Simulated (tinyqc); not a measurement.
## Ballistic Schottky-barrier transistor with a two-dimensional channel, WKB contacts: barrier height from the temperature dependence

Source Fermi level 0, drain Fermi level -Vd. Far from the contacts Ec = pn - psi, and the gate moves psi one to one; the band edges relax as exp(-x/lam) from pn at the source and pn - Vd at the drain; Ev = Ec - Eg. A carrier of energy w inside the channel band meets at a contact a barrier of height D (the contact edge beyond the channel edge): T = 1 for w >= D, else exp(-S), S = 4 lam sqrt(m/C) [sqrt(D - w) - sqrt(w) arctan sqrt((D - w)/w)], C = hbar^2/(2 m0). The two contacts combine as Ts Td/(Ts + Td - Ts Td).

I/W = g (2 q^2/h) int T(w) [N(Es + w) - N(Ed + w)] dw with w the energy of motion along the channel, N(y) = (1/2 pi) sqrt(pi m kB T/C) Fm(-y/kB T), Fm(x) = (1/sqrt(pi)) int_0^infinity u^(-1/2)/(1 + exp(u - x)) du. Electrons: Ds = psi, Dd = psi - Vd, Es = Ec, Ed = Ec + Vd. Holes: Ds = -psi, Dd = Vd - psi, Es = -Ev, Ed = -Ev - Vd. The size of each current is taken; both flow from drain to source and add. The integrals are converged. The apparent barrier is -d ln(I_e/T^1.5)/d(q/kB T), taken between T - 10 K and T + 10 K for the electron current.

Parameters, values chosen for the exercise; channel values close to those of an ultrathin silicon body with silicide contacts:
```
symbol,value,unit,meaning
T,300,K,temperature
pn,0.58,eV,barrier for electrons at both contacts
mn,0.2,m0,electron mass
g,2,,valleys or subbands
lam,4.3,nm,screening length at the contacts
Vd,0.7,V,drain bias
```

Constants: q = 1.602176634e-19 C, kB = 1.380649e-23 J/K, hbar = 1.054571817e-34 J s, h = 6.62607015e-34 J s, m0 = 9.1093837015e-31 kg, Vt = kB T/q, hbar^2/(2 m0) = 0.0380998212 eV nm^2. Results are converted to the units shown.

Barrier height from the temperature dependence:

| ps (V) | electrons (uA/um) | Ec (eV) | apparent barrier (eV) |
|---|---|---|---|
| -0.25 | 4.74e-12 | 0.830 | 0.830 |
| -0.18 | 7.11e-11 | 0.760 | 0.760 |
| -0.11 | 1.07e-9 | 0.690 | 0.690 |
| -0.04 | 1.60e-8 | 0.620 | 0.620 |
| 0 | 7.51e-8 | 0.580 | 0.580 |
| 0.1 | 3.18e-7 | 0.480 | 0.535 |
| 0.17 | 7.99e-7 | 0.410 | 0.500 |
| 0.24 | 2.13e-6 | 0.340 | 0.459 |
| 0.31 | 6.09e-6 | 0.270 | 0.414 |
| 0.38 | 1.87e-5 | 0.200 | 0.364 |
| 0.45 | 6.13e-5 | 0.130 | 0.312 |

What does the table show?

For psi < 0 the channel edge is the highest point, and the apparent barrier follows Ec one to one (0.830 eV against 0.830). At flat band it is 0.580 eV (psi = 0 V), near pn = 0.58 eV. Beyond, the top stays at pn but tunnelling lowers the apparent value to 0.312 eV in the last row, so only the point where the line bends gives the true barrier.

Range of the model: No scattering, image-force lowering, channel charge or band-to-band tunnelling; parabolic kappa overstates S deep in the gap.

tinyqc, about 0.2 s, one thread, Intel Xeon 2.30GHz (shared host): `OMP_NUM_THREADS=1 python tinyqc.py 2390042 2390043 out.jsonl`
